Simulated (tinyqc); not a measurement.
Pariser-Parr-Pople SCF with singles CI, for the molecule C=CC=CC=CC=C (SMILES; centres numbered as the heavy atoms are written), step by step. One step of it, computed by the program tinyqc.

Question. Iteration 1: Fock matrix. F_rr = H_rr + P_rr gamma_rr / 2 + sum_(s != r) P_ss gamma_rs; F_rs = H_rs - P_rs gamma_rs / 2; E = tr P (H + F) / 2 + core repulsion sum_(r<s) z_r z_s gamma_rs.

P at the start:
```
           1C         2C         3C         4C         5C         6C         7C         8C
1C   0.180466   0.434456   0.215988  -0.241869   0.088557   0.074225  -0.125543  -0.073127
2C   0.434456   1.101742   0.741126  -0.404206   0.091856   0.151520  -0.202706  -0.125543
3C   0.215988   0.741126   1.160629   0.546579  -0.221193  -0.046240   0.151520   0.074225
4C  -0.241869  -0.404206   0.546579   1.557164   0.322073  -0.221193   0.091856   0.088557
5C   0.088557   0.091856  -0.221193   0.322073   1.557164   0.546579  -0.404206  -0.241869
6C   0.074225   0.151520  -0.046240  -0.221193   0.546579   1.160629   0.741126   0.215988
7C  -0.125543  -0.202706   0.151520   0.091856  -0.404206   0.741126   1.101742   0.434456
8C  -0.073127  -0.125543   0.074225   0.088557  -0.241869   0.215988   0.434456   0.180466
```

core matrix H (eV):
```
            1C          2C          3C          4C          5C          6C          7C          8C
1C  -30.697454   -2.390000    0.000000    0.000000    0.000000    0.000000    0.000000    0.000000
2C   -2.390000  -34.577335   -2.390000    0.000000    0.000000    0.000000    0.000000    0.000000
3C    0.000000   -2.390000  -36.767252   -2.390000    0.000000    0.000000    0.000000    0.000000
4C    0.000000    0.000000   -2.390000  -37.700911   -2.390000    0.000000    0.000000    0.000000
5C    0.000000    0.000000    0.000000   -2.390000  -37.700911   -2.390000    0.000000    0.000000
6C    0.000000    0.000000    0.000000    0.000000   -2.390000  -36.767252   -2.390000    0.000000
7C    0.000000    0.000000    0.000000    0.000000    0.000000   -2.390000  -34.577335   -2.390000
8C    0.000000    0.000000    0.000000    0.000000    0.000000    0.000000   -2.390000  -30.697454
```

repulsion gamma_rs (eV):
```
           1C         2C         3C         4C         5C         6C         7C         8C
1C  11.130000   5.345504   3.872202   2.880878   2.343816   1.946733   1.680513   1.467807
2C   5.345504  11.130000   5.346849   3.872231   2.881414   2.343827   1.946998   1.680513
3C   3.872202   5.346849  11.130000   5.344561   3.872202   2.880878   2.343827   1.946733
4C   2.880878   3.872231   5.344561  11.130000   5.345808   3.872202   2.881414   2.343816
5C   2.343816   2.881414   3.872202   5.345808  11.130000   5.344561   3.872231   2.880878
6C   1.946733   2.343827   2.880878   3.872202   5.344561  11.130000   5.346849   3.872202
7C   1.680513   1.946998   2.343827   2.881414   3.872231   5.346849  11.130000   5.345504
8C   1.467807   1.680513   1.946733   2.343816   2.880878   3.872202   5.345504  11.130000
```

Centres (angstrom, eV; a flat drawing with bonds scaled to 1.40 angstrom):

| centre | x | y | core charge z | W | gamma_rr |
|---|---|---|---|---|---|
| 1C | -4.252000 | -0.231000 | 1 | 11.160000 | 11.130000 |
| 2C | -3.020000 | 0.434000 | 1 | 11.160000 | 11.130000 |
| 3C | -1.828000 | -0.299000 | 1 | 11.160000 | 11.130000 |
| 4C | -0.596000 | 0.367000 | 1 | 11.160000 | 11.130000 |
| 5C | 0.596000 | -0.367000 | 1 | 11.160000 | 11.130000 |
| 6C | 1.828000 | 0.299000 | 1 | 11.160000 | 11.130000 |
| 7C | 3.020000 | -0.434000 | 1 | 11.160000 | 11.130000 |
| 8C | 4.252000 | 0.231000 | 1 | 11.160000 | 11.130000 |

Give: F; pi energy.

Answer.

F (eV):
```
         1C       2C       3C       4C       5C       6C       7C       8C
1C  -6.7981  -3.5512  -0.4182   0.3484  -0.1038  -0.0722   0.1055   0.0537
2C  -3.5512  -5.5905  -4.3713   0.7826  -0.1323  -0.1776   0.1973   0.1055
3C  -0.4182  -4.3713  -3.0895  -3.8506   0.4283   0.0666  -0.1776  -0.0722
4C   0.3484   0.7826  -3.8506  -1.6301  -3.2509   0.4283  -0.1323  -0.1038
5C  -0.1038  -0.1323   0.4283  -3.2509  -1.6301  -3.8506   0.7826   0.3484
6C  -0.0722  -0.1776   0.0666   0.4283  -3.8506  -3.0895  -4.3713  -0.4182
7C   0.1055   0.1973  -0.1776  -0.1323   0.7826  -4.3713  -5.5905  -3.5512
8C   0.0537   0.1055  -0.0722  -0.1038   0.3484  -0.4182  -3.5512  -6.7981
```

pi energy = -88.5972 eV
